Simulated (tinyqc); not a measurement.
Minority-electron transport through the base of a bipolar transistor (Moll-Ross and Kroemer integrals): one step, computed by the program tinyqc.

Low injection, one dimension, x from the emitter edge (0) to the collector edge (W), s = x/W. Recombination is treated as a small correction (valid for tau_B well below tau_n), computed from the stored charge.

Problem. Gain and speed. Emitter-limited gain beta_E = G_E/G_B; recombination-limited gain beta_R = tau_n/tau_B; 1/beta = 1/beta_E + 1/beta_R; f_T from the base alone = 1/(2 pi tau_B).

Inputs (values chosen for the exercise, modelled on InP):

| quantity | value | unit |
|---|---|---|
| base width W | 26 | nm |
| saturation velocity v_s | 0.95 | 1e7 cm/s |
| electron lifetime tau_n | 110 | ns |
| emitter Gummel number G_E | 4e+13 | s/cm^4 |
| temperature T | 300 | K |

Base doping profile: uniform. Gap grading: linear. Exit of the base: infinite sink.

base Gummel number G_B = 2.158254e+10 s/cm^4

base transit time tau_B = 0.04729963 ps

Give: beta_E; beta_R; current gain beta; f_T from the base alone.

Solution.

beta_E = 1853

beta_R = 2.326e+06

current gain beta = 1852

f_T from the base alone = 3365 GHz

The gain is limited mainly by hole injection into the emitter (100 % of the base current). Caution: the mean velocity exceeds v_s, so drift-diffusion with a low-field mobility overstates the speed. Caution: the base is only a few mean free paths wide, so transport is partly ballistic.
